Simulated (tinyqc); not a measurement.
Bias-temperature instability, empirical power law with universal recovery: two steps of the calculation.

Threshold-voltage shift at the end of a stress: dV = A (V/V0)^g exp[-(Ea q/kB)(1/T - 1/T0)] (t/1 s)^n. After a delay tr the permanent share pp stays and the rest falls by r = 1/(1 + B (tr/t)^be). An empirical model: its parameters are fits, not properties.

Values chosen for this exercise: reference stress voltage V0 = 1.2 V; reference temperature T0 = 373 K; shift after 1 s at V0 and T0 A = 25 mV; time exponent n = 0.13; voltage exponent g = 6.6; apparent activation energy of the shift Ea = 0.09 eV; permanent share pp = 0.18; recovery scale B = 1.5; recovery dispersion be = 0.11; use voltage V = 0.72 V; use temperature T = 358 K; failure criterion dc = 70 mV; delay before the measurement tr = 10 s.

Constants: q = 1.602176634e-19 C, kB = 1.380649e-23 J/K. Results are converted to the units shown.

Question 1. Shift and lifetime at use conditions. The lifetime solves dV = dc; ten years are 3.15576e8 s.

Wanted: voltage factor; temperature factor; shift after ten years; lifetime; largest voltage for ten years.

Answer 1.

voltage factor = 0.03434
temperature factor = 0.8893
shift after ten years = 9.720 mV
lifetime = 3.941e7 years
largest voltage for ten years = 0.9711 V

The device passes: the shift at ten years is below dc. A lifetime beyond 100 years is a far extrapolation of the power law. In time the voltage exponent is g/n = 50.8 and the activation energy Ea/n = 0.692 eV.

Question 2. What a delayed measurement sees. At V0 and T0, measured shift = dV [pp + (1 - pp) r]; the apparent exponent is the slope of ln(shift) against ln t between the first and last point.

t, point 0 to 2 (s): 1  10  100

Give: dV; share left; measured; apparent n.

Answer 2.

```
point  dV (mV)  share left  measured (mV)
0       25.000     0.45964         11.491
1       33.724     0.50800         17.132
2       45.493     0.55886         25.424
```

apparent n = 0.17245

The delay hides 44.1 % of the last shift and raises the exponent from 0.13 to 0.172, since short stresses recover by a larger share.

Computed by the program tinyqc: `OMP_NUM_THREADS=1 python tinyqc.py 2070072 2070073 out.jsonl`, one thread of a shared Intel Xeon 2.30GHz, about 0.01 s for the whole run.
